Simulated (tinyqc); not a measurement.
What moves the results: model-solid line-up of a strained alloy layer on a substrate. A value that a table varies takes the place of the one given here.

All values of the alloy are linear in x but the gap, Eg(x) = (1 - x) Eg_A + x Eg_B - C x (1 - x), and the valence edge, Ev(x) = (1 - x) Ev_A + x Ev_B + fv C x (1 - x); Ec = Ev + Eg. Ev is the top of the unstrained valence band on a scale common to all materials. In the layer only the Gamma valley of the conduction band is followed, also where an X or L valley would lie lower.

Coherent growth on a (001) face: e_par = (a_s - a)/a, e_perp = -2 (C12/C11) e_par; exx = eyy = e_par, ezz = e_perp, no shear.

Strained edges: Ec + ac tr(e); the valence edges are Ev plus the levels of the 6 x 6 matrix of X, Y, Z times spin with -Dso/3 + l exx + m (eyy + ezz) on the diagonal (cyclic), n exy off it, l = av + 2 b, m = av - b, n = sqrt(3) d. Spin-orbit term (Dso/3) L.sigma on X, Y, Z with (L_k)_ij = -i epsilon_kij: <X+|H|Y+> = -i Dso/3, <X+|H|Z-> = Dso/3, <Y+|H|Z-> = -i Dso/3, <Z+|H|X-> = -Dso/3, <Z+|H|Y-> = i Dso/3, <X-|H|Y-> = i Dso/3, and their conjugates; + and - are the spin along z.

dEc = Ec(substrate) - Ec(layer), dEv = Ev(layer) - Ev(substrate); positive values confine the carrier in the layer. Type I: both of one sign; type II: opposite signs; type III: the gaps do not overlap.

Coherent growth: e_par = (a_s - a)/a. (001): e_perp = -2 (C12/C11) e_par; exx = eyy = e_par, ezz = e_perp, no shear. (111): e_perp = -(2 C11 + 4 C12 - 4 C44)/(C11 + 2 C12 + 4 C44) e_par; exx = eyy = ezz = (2 e_par + e_perp)/3 and exy = eyz = ezx = (e_perp - e_par)/3. (110): e_perp = -(C11 + 3 C12 - 2 C44)/(C11 + C12 + 2 C44) e_par; exx = eyy = (e_par + e_perp)/2, ezz = e_par, exy = (e_perp - e_par)/2, eyz = ezx = 0.

Values chosen for the exercise (A near GaAs, B near GaP, substrate near GaP; the results hold for these values, not for the real material): a = (5.651, 5.454) angstrom (lattice constant of A, B); Eg = (1.534, 2.898) eV (gap at Gamma to the s-like level of A, B); Dso = (0.344, 0.08) eV (spin-orbit splitting of A, B); Ev = (-0.81, -1.28) eV (top of the unstrained valence band of A, B); ac = (-7.08, -8.16) eV (conduction deformation potential of A, B); av = (1.16, 1.72) eV (valence hydrostatic potential of A, B); b = (-2.01, -1.6) eV (tetragonal shear potential of A, B); d = (-4.78, -4.62) eV (trigonal shear potential of A, B); C11 = (123.6, 141) GPa (of A, B); C12 = (57.1, 61.1) GPa (of A, B); C44 = (59.6, 70.2) GPa (of A, B); C = 0.207 eV (bowing of the gap); fv = 0 (share of the bowing taken by the valence edge); a_s = 5.454 angstrom (substrate); Eg_s = 2.318 eV (lowest gap of the substrate); Ev_s = -1.28 eV (substrate valence edge); face = 001 (growth face); x = 0.28 (fraction of B).

## Composition against offsets

Each composition is strained to the same substrate.

Results:

| x | e_par (%) | relaxed gap (eV) | strained gap (eV) | valence splitting (meV) | dEc (eV) | dEv (eV) | type |
|---|---|---|---|---|---|---|---|
| 0.15 | -2.98 | 1.712 | 1.876 | 134 | -0.028 | 0.470 | II |
| 0.27 | -2.57 | 1.861 | 2.012 | 117 | -0.094 | 0.399 | II |
| 0.38 | -2.19 | 2.004 | 2.140 | 100 | -0.157 | 0.336 | II |
| 0.50 | -1.77 | 2.164 | 2.281 | 83 | -0.231 | 0.267 | II |
| 0.62 | -1.35 | 2.331 | 2.426 | 65 | -0.308 | 0.201 | II |
| 0.74 | -0.93 | 2.504 | 2.572 | 46 | -0.390 | 0.136 | II |
| 0.85 | -0.54 | 2.667 | 2.709 | 28 | -0.468 | 0.077 | II |
| 0.97 | -0.11 | 2.851 | 2.860 | 6 | -0.557 | 0.015 | II |

The layer stays under compression over this range. The strained gap runs from 1.876 to 2.860 eV, against 1.712 to 2.851 eV for the relaxed alloy: strain takes back part of the change that the composition makes. Strains above 2 % can be kept only in layers of a few nanometres. The line-up is type II throughout. Offsets below about 50 meV are within the spread of parameter sets, so those rows do not settle the type. Where the alloy is indirect its X or L edge, left out, lies lower and sets the real gap and dEc.

## The same layer on three faces

Composition and substrate are kept.

Results:

| face | e_perp (%) | tr(e) (%) | shift of Ec (meV) | shift of Ev (meV) | valence splitting (meV) | gap (eV) |
|---|---|---|---|---|---|---|
| (001) | 2.297 | -2.772 | 204.6 | 55.1 | 115.1 | 2.0238 |
| (111) | 1.226 | -3.843 | 283.7 | 52.2 | 121.5 | 2.1057 |
| (110) | 1.447 | -3.623 | 267.4 | 57.2 | 128.8 | 2.0845 |

The layer yields most along the normal on (001) and least on (111), so the volume change, and with it the shift of Ec, is largest on (111). The valence splitting, set by b on (001), by d on (111) and by both on (110), is largest on (110). The gaps span 82 meV, from (001) to (111).

## What each parameter does

Strained gap, valence splitting and offsets. Each row changes one parameter from the base and keeps the others.

Results:

| case | gap (eV) | splitting (meV) | dEc (eV) | dEv (eV) |
|---|---|---|---|---|
| base | 2.0238 | 115.1 | -0.0992 | 0.3935 |
| x = 0.26 | 2.0008 | 118.1 | -0.0880 | 0.4052 |
| a_s = 5.434 angstrom | 2.0449 | 122.4 | -0.1281 | 0.4012 |
| C = 0.307 eV | 2.0036 | 115.1 | -0.0791 | 0.3935 |
| fv = 0.2 | 2.0238 | 115.1 | -0.1076 | 0.4018 |
| Ev_s = -1.23 eV | 2.0238 | 115.1 | -0.0492 | 0.3435 |
| b = (-2.311, -1.84) eV | 2.0100 | 122.8 | -0.0992 | 0.4072 |
| ac = (-8.142, -9.384) eV | 2.0545 | 115.1 | -0.1299 | 0.3935 |
| av = (1.334, 1.978) eV | 2.0292 | 115.1 | -0.0992 | 0.3880 |

The largest shifts from the base row, up to three for each result and ties (the steps differ in size, so this ranks the rows, not the parameters). gap (eV): ac +0.0307, x -0.0230, a_s +0.0211; unchanged at the printed digits by fv and Ev_s. splitting (meV): b +7.7, a_s +7.3, x +3.0; unchanged at the printed digits by C, fv, Ev_s, ac and av. dEc (eV): Ev_s +0.0500, ac -0.0307, a_s -0.0289; unchanged at the printed digits by b and av. dEv (eV): Ev_s -0.0500, b +0.0137, x +0.0117; unchanged at the printed digits by C and ac.

Program tinyqc; command `OMP_NUM_THREADS=1 python tinyqc.py 1050889 1050890 out.jsonl`; about 0.02 s on one thread of a shared Intel(R) Xeon(R) Processor @ 2.30GHz.
